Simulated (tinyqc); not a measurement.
Electron continuity equation in a given potential, Scharfetter-Gummel discretisation: one step of the calculation.

Steady state in one dimension: J = q mu n E + q D dn/dx with E = -dpsi/dx and D = mu Vt, dJ/dx = q (n/tau - G), fixed densities nL and nR at the ends. The potential is given, psi = 0 for x < L/2 and U (2 x/L - 1) beyond, and is not changed by the electrons.

Question. Tridiagonal system for the inner nodes. Row i (1 to 10): B(-d_(i-1)) n_(i-1) + b_i n_i + B(d_i) n_(i+1) = f_i with b_i = -B(-d_i) - B(d_(i-1)) - h^2/(D tau) and f_i = -G h^2/D; the known end values are moved to the right: f_1 loses B(-d_0) nL and f_10 loses B(d_10) nR. h = L/11, D = mu Vt.

Inputs (values chosen for the exercise); mobility close to that of gallium arsenide at room temperature:
- T = 350 K (temperature)
- mu = 8090 cm^2/(V s) (electron mobility)
- L = 0.18 um (length of the region)
- nL = 1.7e14 cm^-3 (density at x = 0)
- nR = 0 cm^-3 (density at x = L)
- tau = 2e-12 s (lifetime)
- G = 0 cm^-3 s^-1 (uniform generation rate)

Constants: q = 1.602176634e-19 C, kB = 1.380649e-23 J/K, Vt = kB T/q. Results are converted to the units shown.

```
interval	B(d_i)	B(-d_i)
0	1	1
1	1	1
2	1	1
3	1	1
4	1	1
5	2.1166979	0.36848479
6	3.6056987	0.10927248
7	3.6056987	0.10927248
8	3.6056987	0.10927248
9	3.6056987	0.10927248
10	3.6056987	0.10927248
```

Wanted: diagonal b; right side f.

Answer.

```
node	diagonal b	right side f (cm^-3)
1	-2.005	-1.700e14
2	-2.005	0
3	-2.005	0
4	-2.005	0
5	-1.374	0
6	-2.231	0
7	-3.720	0
8	-3.720	0
9	-3.720	0
10	-3.720	0
```

Range of the model: The drift velocity mu E exceeds 1e7 cm/s somewhere, where real mobilities no longer stay constant.

Program tinyqc, `OMP_NUM_THREADS=1 python tinyqc.py 2220124 2220125 out.jsonl`; Intel Xeon 2.30GHz, shared host, one thread, about 0.01 s.
